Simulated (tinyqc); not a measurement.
Raising U: Hubbard chain of 4 sites, mean field against exact. Computed by the program tinyqc. Collinear unrestricted mean field (the lowest of 40 random starts) against exact diagonalisation.

one-body matrix (hopping and site energies) (eV):
```
,1,2,3,4
1,0.0000,-0.6400,0.0000,0.0000
2,-0.6400,0.0000,-0.6400,0.0000
3,0.0000,-0.6400,0.0000,-0.6400
4,0.0000,0.0000,-0.6400,0.0000
```

electrons, up and down: 2  1

Exact and mean-field results (eV):
```
U,U/t,E exact,E mean field,mean |n_up - n_down|,"double occupancy, exact",first gap in the sector
0.3200,0.5000,-2.315639,-2.308080,0.2500,0.1110,0.6304
0.6400,1.0000,-2.182339,-2.152734,0.2500,0.0974,0.6054
1.2800,2.0000,-1.964503,-1.856536,0.2500,0.0736,0.5351
1.9200,3.0000,-1.801141,-1.598583,0.3772,0.0550,0.4628
2.5600,4.0000,-1.678806,-1.402450,0.4977,0.0414,0.4001
3.8400,6.0000,-1.514587,-1.164373,0.6262,0.0246,0.3069
5.1200,8.0000,-1.413163,-1.073335,0.7278,0.0159,0.2452
7.6800,12.0000,-1.298166,-1.016240,0.7408,0.0079,0.1726
12.8000,20.0000,-1.197293,-0.971587,0.7468,0.0031,0.1071
```

What does the comparison show, and why?

In absolute terms mean field is worst at U/t = 6.0, 0.350 eV too high: at small U it is nearly exact, and at large U it still misses the motion of the hole through a fluctuating spin background. Relative to the exact energy its error is 0.3 % at the smallest U, 24 % at most and 19 % at the largest. The double occupancy falls from 0.111 to 0.003.
